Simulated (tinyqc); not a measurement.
Minimum-mode following (dimer method) and harmonic rate on a two-dimensional model surface. Changing the skew C. Computed by tinyqc, a small Python program. Command: `OMP_NUM_THREADS=1 python tinyqc.py 3012717 3012718 out.jsonl dimer sweep`. One thread of a shared host (Intel(R) Xeon(R) Processor @ 2.30GHz), about 0.02 s of CPU time with the checks.

V(x, y) = -A (cos kx + cos ky) - B cos kx cos ky + (C sin ky + S sin kx)(1 - cos kx), k = 2 pi/a; the atom hops from the minimum at (0, 0) to that at (a, 0).

Inputs (values chosen for the exercise, for a model surface): amplitude A = 0.4 eV; amplitude B = -0.052 eV; asymmetry S = -0.083 eV; period a = 3.9 angstrom; start as a fraction of the way from minimum to saddle = 0.58; offset of the start in y = -0.037 angstrom; first angle of the dimer = -45 degrees; half length delta = 0.005 angstrom; step factor eta = 0.33 angstrom^2/eV; mass M = 35.1 u; temperature T = 500 K.

Surface: adatom on a square lattice.

Constants: nu for 1 eV/(angstrom^2 u) = 15.6333042 THz; k_B = 8.617333262e-05 eV/K.

Method:
- Newton steps x(new) = x - H^-1 grad V (moves limited to 0.3 angstrom) from (0, 0), (a, 0) and (a/2, 0) give the two minima and the saddle.
- Dimer at R with unit axis N = (cos phi, sin phi) and normal T = (-sin phi, cos phi). Gradients g at R +/- delta N and at R +/- delta T give H N and H T by central differences, (g+ - g-)/(2 delta). With C_N = N.H N, C_T = T.H T and b = T.H N, rotate by theta = (1/2) atan2(-2b, C_T - C_N), the angle of least curvature C = (C_N + C_T)/2 - sqrt((C_N - C_T)^2/4 + b^2).
- Translate along F = -g + 2 (g.N) N if C < 0, else along F = (g.N) N, with the new axis: R(new) = R + eta F, the move limited to 0.2 angstrom.
- R0 = start minimum + fraction x (saddle - minimum) + (0, offset). Stop when |g| is below 1e-5 eV/angstrom, after 150 steps at most.
- Diagonalise the Hessian at the start minimum and at the saddle; nu = 15.6333042 THz x sqrt(|lambda|/M).
- Vineyard prefactor nu* = nu1 nu2 (minimum)/nu2 (saddle); k = nu* exp(-E_b/(k_B T)).

One run for each value:
```
skew C (eV)  barrier from the start (eV)  prefactor nu* (THz)  rate k (1/s)  steps
0.008                            0.73036               2.2098    9.6085e+04     26
0.040                            0.72408               2.1943    1.1039e+05     27
0.072                            0.70979               2.1605    1.5142e+05     27
0.100                            0.69134               2.1193    2.2794e+05     28
0.140                            0.65676               2.0486    4.9160e+05     30
0.170                            0.62564               1.9916    9.8399e+05     32
0.200                            0.59105               1.9343    2.1331e+06     33
```

What does the table show?

Over the rows, barrier from the start (eV) falls from 0.730 to 0.591 (exponent d ln y / d ln x -0.0054 between the first rows and -0.35 between the last); prefactor nu* (THz) falls from 2.21 to 1.93 (exponent d ln y / d ln x -0.0044 between the first rows and -0.18 between the last); rate k (1/s) rises from 96100 to 2.13e6 (exponent d ln y / d ln x 0.086 between the first rows and 4.8 between the last).

Extremes, crossings and ranges named in words are read from the listed rows.
